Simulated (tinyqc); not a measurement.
From solute diffusivity D2 back to temperature T: five-frequency model of solute diffusion by vacancies in an fcc metal. Computed by tinyqc, a small Python program. Command: `OMP_NUM_THREADS=1 python tinyqc.py 3013844 3013845 out.jsonl fivefreq inv`. One thread of a shared host (Intel(R) Xeon(R) Processor @ 2.30GHz), about 0.01 s of CPU time with the checks.

A vacancy next to the solute exchanges with it (w2), jumps to one of 4 sites that also neighbour the solute (w1) or to one of 7 that do not (w3); w4 is the reverse of w3 and w0 the host jump.

Inputs (values chosen for the exercise, for a model solute in a host close to nickel): barrier E0 (host jump) = 1.02 eV; barrier E1 (vacancy circles the solute) = 0.888 eV; barrier E2 (exchange) = 1.05 eV; barrier E3 (dissociation) = 0.993 eV; binding energy E_b (positive for attraction) = -0.0022 eV; vacancy formation energy E_f = 1.7 eV; formation entropy S_f = 2 k_B; attempt frequency nu = 6.9 THz; lattice constant a = 3.52 angstrom.

Constants: k_B = 8.617333262e-05 eV/K.

Method:
- w_i = nu exp(-E_i/(k_B T)); detailed balance gives E4 = E3 - E_b.
- Manning: with y = w4/w0, 7F = 7 - (10 y^4 + 180.5 y^3 + 927 y^2 + 1341 y)/(2 y^4 + 40.2 y^3 + 254 y^2 + 597 y + 436); f2 = (2 w1 + 7F w3)/(2 w2 + 2 w1 + 7F w3).
- The mean cosine between successive solute jumps follows from f2 = (1 + c)/(1 - c).
- c_v = exp(S_f - E_f/(k_B T)); host D0 = a^2 c_v w0 x 0.7815; solute D2 = a^2 c_v exp(E_b/(k_B T)) w2 f2; 1 angstrom^2 = 1e-16 cm^2.

Task: A run gave the result below. Find the temperature T, known to lie between 930 and 1300 K.

solute diffusivity D2 = 1.647885e-15 cm^2/s

Result:

Each step takes the trial c = (a f_b - b f_a)/(f_b - f_a), f being the result less the target and a, b, c the logarithms of the listed values; c replaces end b, the old b replaces a if the sign of f changed, and otherwise f_a is halved.

Scan of the range:
```
temperature T (K)  solute diffusivity D2 (cm^2/s)
930                                   7.11907e-17
983                                   4.50726e-16
1040                                  2.65815e-15
1100                                  1.41057e-14
1160                                  6.29684e-14
1230                                  2.99858e-13
1300                                  1.20676e-12
```

False position (Illinois rule, in the logarithm of the input) inside the bracket:
```
step    end a    end b    trial  solute diffusivity D2 (cm^2/s)
1      983.00  1040.00  1013.51                     1.19474e-15
2     1040.00  1013.51  1021.64                     1.53384e-15
3     1040.00  1021.64  1025.00                     1.69858e-15
4     1021.64  1025.00  1023.97                     1.64614e-15
5     1025.00  1023.97  1024.00                     1.64786e-15
6     1025.00  1024.00  1024.00                     1.64791e-15
7     1024.00  1024.00  1024.00                     1.64788e-15
```

Solute diffusivity D2 rises at every point of a 13-point scan of the range (every second point is shown), so one value fits; it is bracketed by 983 and 1040. Answer: temperature T = 1024 K.
